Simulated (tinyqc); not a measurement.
Gaps across the alloy: alloy A(1-x)B(x) by interpolation with bowing.

Each gap follows E(x) = (1 - x) E_A + x E_B - C x (1 - x); the lattice constant follows Vegard, a(x) = (1 - x) a_A + x a_B.

Constants: hc = 1239.841984 eV nm.

Values chosen for the exercise (A near InAs, B near GaAs; shifted at random, so the results belong to these values and not to a real crystal): a = (6.056, 5.646) angstrom (lattice constant of A, B); Eg = (0.421, 1.535) eV (gap at Gamma to the s-like level of A, B); EgX = (1.442, 1.965) eV (gap to the lowest valley along Gamma-X of A, B); EgL = (1.132, 1.813) eV (gap to L of A, B); C = (0.562, 1.483, 0.348) eV (bowing of the Gamma, X and L gaps).

Eleven compositions.

Gaps (eV):

| x | a (angstrom) | Gamma | X | L | lowest | wavelength (nm) |
|---|---|---|---|---|---|---|
| 0.0 | 6.0560 | 0.421 | 1.442 | 1.132 | Gamma | 2945 |
| 0.1 | 6.0150 | 0.482 | 1.361 | 1.169 | Gamma | 2573 |
| 0.2 | 5.9740 | 0.554 | 1.309 | 1.213 | Gamma | 2238 |
| 0.3 | 5.9330 | 0.637 | 1.287 | 1.263 | Gamma | 1946 |
| 0.4 | 5.8920 | 0.732 | 1.295 | 1.321 | Gamma | 1694 |
| 0.5 | 5.8510 | 0.838 | 1.333 | 1.385 | Gamma | 1480 |
| 0.6 | 5.8100 | 0.955 | 1.400 | 1.457 | Gamma | 1299 |
| 0.7 | 5.7690 | 1.083 | 1.497 | 1.536 | Gamma | 1145 |
| 0.8 | 5.7280 | 1.222 | 1.623 | 1.621 | Gamma | 1014 |
| 0.9 | 5.6870 | 1.373 | 1.779 | 1.714 | Gamma | 903 |
| 1.0 | 5.6460 | 1.535 | 1.965 | 1.813 | Gamma | 808 |

How do the results move, and what explains it?

The lowest valley is Gamma at every x. The Gamma gap is monotonic, since its bowing (0.562 eV) is smaller than the difference of the end gaps (1.114 eV); at x = 0.5 bowing lowers it by C/4 = 0.141 eV.

tinyqc: `OMP_NUM_THREADS=1 python tinyqc.py 1050116 1050117 out.jsonl`; about 0.01 s, one thread, shared Intel(R) Xeon(R) Processor @ 2.30GHz.
